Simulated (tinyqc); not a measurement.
Bond length: bond-orbital model of a tetrahedral semiconductor (Harrison's universal couplings).

Hybrid level eh = (es + 3 ep)/4; metallic energy V1 = (ep - es)/4 for each atom; covalent energy V2 = 3.22 hbar^2/(m d^2); polar energy V3 = (ehc - eha)/2; hbar^2/m = 2c, c = hbar^2/2m0. Polarity ap = V3/sqrt(V2^2 + V3^2), covalency ac = V2/sqrt(V2^2 + V3^2). p-p coupling at Gamma Exx = (4/3)(2.22 - 2 x 0.63) hbar^2/(m d^2) = 1.28 hbar^2/(m d^2), s-s coupling Ess = 4 x 1.32 hbar^2/(m d^2).

Constants: hbar^2/2m0 = 3.80998211 eV angstrom^2.

Inputs chosen for the exercise (near tabulated values for InSb; the model gives trends, and its gaps can be far from the real ones; the results hold for these values, not for the real material): esc = -10.28 eV (s level, cation); epc = -5.34 eV (p level, cation); esa = -16.19 eV (s level, anion); epa = -8.08 eV (p level, anion); d = 2.8 angstrom (bond length); Z = 5 (valence electrons of the anion).

d is scaled; levels stay. E0 is the s-like conduction level less Ev at Gamma (Ess = 5.28 u, Exx = 1.28 u); Z* = 4 ap - (Z - 4).

Against d:
```
d/d0,V2 (eV),ap,Z*,Ev (eV),E0 (eV)
0.94,3.542,0.4463,0.785,-8.674,1.956
0.96,3.396,0.4614,0.846,-8.633,1.702
0.98,3.259,0.4765,0.906,-8.595,1.467
0.99,3.193,0.4840,0.936,-8.578,1.355
1.00,3.130,0.4915,0.966,-8.561,1.247
1.01,3.068,0.4989,0.996,-8.544,1.144
1.02,3.008,0.5063,1.025,-8.528,1.043
1.04,2.894,0.5210,1.084,-8.499,0.853
```

What can be read from this table?

Compression raises V2 and E0: dE0/d ln(volume) = -3.52 eV, of which the valence band gives -0.56. The polarity falls under compression, from 0.491 to 0.446 at 0.94 (SiC is a known exception, whose effective charge rises under pressure).

(tinyqc, `OMP_NUM_THREADS=1 python tinyqc.py 1451614 1451615 out.jsonl`, Intel(R) Xeon(R) Processor @ 2.30GHz, 1 thread, shared host, about 0.01 s.)
